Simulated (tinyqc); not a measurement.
Quantum against classical capture: non-radiative capture by multiphonon emission, one effective mode. Computed by tinyqc, a small Python program. Command: `OMP_NUM_THREADS=1 python tinyqc.py 3016463 3016464 out.jsonl capture walk`. One thread of a shared host (Intel(R) Xeon(R) Processor @ 2.30GHz), about 0.01 s of CPU time with the checks.

The initial state (free carrier plus empty centre) lies dE above the final state; both have the same frequency and are displaced by dQ.

Inputs (values chosen for the exercise, for a model semiconductor):
```
quantity                    value                   unit
energy released dE          0.116                     eV
phonon energy hbar omega     23.4                    meV
Huang-Rhys factor S          1.82                      -
electron-phonon coupling W  0.015  eV/(u^(1/2) angstrom)
cell volume V                2110             angstrom^3
degeneracy g                    4                      -
broadening b                   16                    meV
carrier mass m              0.751                    m_0
dielectric constant eps      14.7                      -
temperature T                 500                      K
```

Centre: attractive.

Constants: hbar^2/u = 4.18015928e-03 eV angstrom^2; k_B = 8.617333262e-05 eV/K; hbar = 6.582119569e-16 eV s; Ry = 13.605693123 eV.

Method:
- dQ = sqrt(2 S (hbar^2/u)/hbar omega); relaxation energy lambda = S hbar omega; phonons needed P = dE/hbar omega; classical barrier E_b = (dE - lambda)^2/(4 lambda); occupation n = 1/(exp(hbar omega/k_B T) - 1).
- M_p = sum_m w_m <m_i|Q|(m + p)_f>^2 with Q counted from the final minimum and Boltzmann weights w_m for m = 0..24; <m_i|Q|k_f> = sqrt((hbar^2/u)/(2 hbar omega)) [sqrt(k) <m|k-1> + sqrt(k+1) <m|k+1>], with overlaps of oscillators displaced by d = sqrt(2 S) summed on 1500 points from -16 to 16 + d.
- The delta function is a Gaussian of standard deviation b at dE - p hbar omega.
- C_0 = V (2 pi/hbar) g W^2 sum_p M_p Gaussian_p. Here the sum runs over all p.
- Classical (Marcus) form: replace the sum by Q_c^2 exp(-E_b/k_B T)/sqrt(4 pi lambda k_B T), Q_c = dQ (dE + lambda)/(2 lambda).
- Sommerfeld factor of an attractive centre: s(k) = 2 pi nu/(1 - exp(-2 pi nu)), nu = sqrt(Ry*/E), Ry* = Ry m/eps^2, averaged over (2/sqrt(pi)) sqrt(x) exp(-x) dx with x = E/k_B T = t^2 (trapezoid, t to 6 in steps of 0.01).
- The last column is -k_B d ln C_0/d(1/T) from this row and the one above.

dQ = 0.806379 u^(1/2) angstrom

lambda = 0.042588 eV

classical barrier E_b = 0.0316364 eV

Against temperature:
```
T (K)  C_0, quantum (cm^3/s)  C_0, classical (cm^3/s)  Sommerfeld factor  activation energy (eV)
22                5.3565e-08               7.2592e-14             35.407                       -
41                5.3678e-08               1.2140e-10             25.937              8.5701e-06
68                5.5150e-08               3.2993e-09             20.140              2.4070e-04
110               6.1231e-08               2.0381e-08             15.836              1.6054e-03
160               7.1412e-08               4.7954e-08             13.132              4.6656e-03
240               8.7964e-08               8.4129e-08             10.728              8.6226e-03
380               1.0924e-07               1.1747e-07              8.540              1.2158e-02
600               1.2416e-07               1.3322e-07              6.823              1.1438e-02
```

At 22.0 K the quantum value is 740000 times the classical one: C_0 comes from tunnelling out of the lowest level and hardly depends on T. At 600 K the ratio is 0.93. The largest apparent activation energy is 0.012 eV against the classical barrier of 0.032 eV, so an Arrhenius fit understates the barrier, through tunnelling and the broadening b at low T and the T^(-1/2) prefactor at high T. The measured coefficient is C = s C_0, and s changes by a factor 0.19 over these rows, so C changes by 0.45 where C_0 changes by 2.3.

Extremes, crossings and ranges named in words are read from the listed rows.
